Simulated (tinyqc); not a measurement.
# Changing the sink density n

Model: solubility, supersaturation, precipitation and gettering of an impurity in a silicon-like host. Computed by tinyqc, a small Python program. Command: `OMP_NUM_THREADS=1 python tinyqc.py 3029554 3029555 out.jsonl ripen sweep`. One thread of a shared host (Intel(R) Xeon(R) Processor @ 2.30GHz), about 0.01 s of CPU time with the checks.

The wafer was saturated at T1 and is then held at T.

Inputs (values chosen for the exercise, modelled on chromium in silicon):

| quantity | value | unit |
|---|---|---|
| site density N0 | 5e+22 | 1/cm^3 |
| enthalpy of solution H | 2.84 | eV |
| entropy of solution S | 5 | k_B |
| diffusion prefactor D0 | 0.00056 | cm^2/s |
| migration energy Q | 0.791 | eV |
| temperature of saturation T1 | 1425 | K |
| anneal temperature T | 853 | K |
| initial sink radius r0 | 3.2 | nm |
| impurity density in the precipitate C_p | 4.2e+22 | 1/cm^3 |
| interface energy gamma | 0.59 | J/m^2 |
| anneal time t | 580 | s |

Constants: k_B = 8.617333262e-05 eV/K; k_B = 1.380649e-23 J/K.

Method:
- C_eq(T) = N0 exp(S/k_B - H/(k_B T)); D(T) = D0 exp(-Q/(k_B T)); C0 = C_eq(T1). Supersaturation s = C0/C_eq(T); critical radius r* = 2 gamma/(C_p k_B T ln s); barrier W* = (4 pi/3) gamma r*^2. Strain energy is left out.
- tau0 = 1/(4 pi n r0 D); C_fixed(t) = C_eq + (C0 - C_eq) exp(-t/tau0). If all excess precipitates, the final radius is r_f = [r0^3 + 3 (C0 - C_eq)/(4 pi n C_p)]^(1/3), with tau_f = 1/(4 pi n r_f D).
- Growing sinks: with y = r/r_f and y0 = r0/r_f, dy/dt = (1 - y^3)/(3 tau_f y), which integrates to t/tau_f = F(y) - F(y0), F(y) = (1/2) ln[(1 + y + y^2)/(1 - y)^2] - sqrt(3) arctan[(2y + 1)/sqrt(3)]; the share of the excess left is (1 - y^3)/(1 - y0^3), and C(t) = C_eq + (C0 - C_eq) x share.

One run for each value:

| sink density n (1/cm^3) | final radius r_f (nm) | tau_f (s) | C(t) with growing sinks (1/cm^3) |
|---|---|---|---|
| 5.70e+06 | 87.435 | 1.3443e+05 | 6.7012e+14 |
| 2.40e+07 | 54.150 | 5.1553e+04 | 6.6964e+14 |
| 9.80e+07 | 33.886 | 2.0175e+04 | 6.6769e+14 |
| 4.10e+08 | 21.048 | 7.7636e+03 | 6.5954e+14 |
| 1.70e+09 | 13.150 | 2.9970e+03 | 6.2702e+14 |
| 7.10e+09 | 8.288 | 1.1385e+03 | 5.0919e+14 |
| 2.90e+10 | 5.475 | 4.2195e+02 | 2.2961e+14 |
| 1.20e+11 | 4.011 | 1.3921e+02 | 1.2669e+13 |
| 5.10e+11 | 3.427 | 3.8337e+01 | 3.1580e+08 |

Over the rows, final radius r_f (nm) falls from 87.4 to 3.43 (exponent d ln y / d ln x -0.33 between the first rows and -0.11 between the last); tau_f (s) falls from 134000 to 38.3 (exponent d ln y / d ln x -0.67 between the first rows and -0.89 between the last); C(t) with growing sinks (1/cm^3) falls from 6.70e14 to 3.16e8 (exponent d ln y / d ln x -5.0e-4 between the first rows and -7.3 between the last). At the low end the exponent of final radius r_f is -0.33, close to -0.33: a fixed amount shared among n sinks. At the low end the exponent of tau_f is -0.67, close to -0.67: n r_f goes as n^(2/3).

Caution (all rows): the barrier to homogeneous nucleation is below 35 k_B T for these inputs, so new precipitates would form and outnumber the fixed sinks assumed here.
